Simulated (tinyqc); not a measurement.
What the excited states change: donors on two lattice sites with valley-orbit split states.

Each donor binds at most one electron, in any of its states. For a site s, W_s = sum over its states of g exp(E/kT), and the ionised share is 1/(1 + W_s exp(eta)), eta = (EF - Ec)/kT; n = Nc F_1/2(eta); neutrality n + NA = ND x (mean ionised share, the two sites in equal numbers); holes are neglected. Nc from N = 2 (m kB T/(4 pi c))^(3/2) with c = hbar^2/2m0, in 1/angstrom^3; times 1e24 for 1/cm^3, m = md. F_j(eta) = (1/Gamma(j + 1)) integral_0^infinity x^j dx/(1 + exp(x - eta)), which tends to exp(eta) for eta << 0.

Constants: hbar^2/2m0 = 3.80998211 eV angstrom^2; kB = 8.617333262e-05 eV/K.

Values chosen for the exercise (near those of nitrogen in 4H-SiC; the results hold for these values, not for the real material):
- md = 0.839 m0 (density-of-states mass of the conduction band)
- E = (63.5, 56.1, 121.7, 80.1) meV (binding energies of h ground, h excited, k ground, k excited)
- g = (2, 4, 2, 4) (their degeneracies with spin)
- ND = 7e+16 1/cm^3 (donors, half on each site)
- NA = 0 1/cm^3 (compensating acceptors, all ionised)

The last columns keep only the ground state of each site (g = 2).

Results:

| T (K) | effective degeneracy, h site | eta | n (1/cm^3) | n, ground states only | ratio |
|---|---|---|---|---|---|
| 40 | 2.47 | -11.31 | 1.15e+13 | 1.28e+13 | 0.900 |
| 60 | 2.96 | -8.64 | 3.06e+14 | 3.72e+14 | 0.823 |
| 80 | 3.37 | -7.40 | 1.62e+15 | 2.09e+15 | 0.776 |
| 110 | 3.83 | -6.52 | 6.30e+15 | 8.39e+15 | 0.751 |
| 150 | 4.26 | -6.08 | 1.56e+16 | 2.00e+16 | 0.782 |
| 200 | 4.60 | -5.93 | 2.78e+16 | 3.24e+16 | 0.858 |
| 250 | 4.84 | -5.91 | 3.97e+16 | 4.43e+16 | 0.897 |
| 300 | 5.00 | -5.96 | 4.98e+16 | 5.44e+16 | 0.916 |
| 400 | 5.23 | -6.18 | 6.13e+16 | 6.45e+16 | 0.950 |
| 500 | 5.37 | -6.45 | 6.57e+16 | 6.77e+16 | 0.971 |

How do the results move, and what explains it?

The effective degeneracy grows from 2.47 to 5.37. Excited states hold electrons back, so the ratio is never above 1; it is lowest, 0.751, at 110 K of those listed, and 0.916 at 300 K. At low T the excited states empty out, and at high T more donors are ionised (n is 94 % of ND - NA in the last row), so the effect is largest in between.

Run: tinyqc, `OMP_NUM_THREADS=1 python tinyqc.py 1682001 1682002 out.jsonl`; Intel(R) Xeon(R) Processor @ 2.30GHz, one thread, shared host; about 0.01 s of CPU time with all checks.
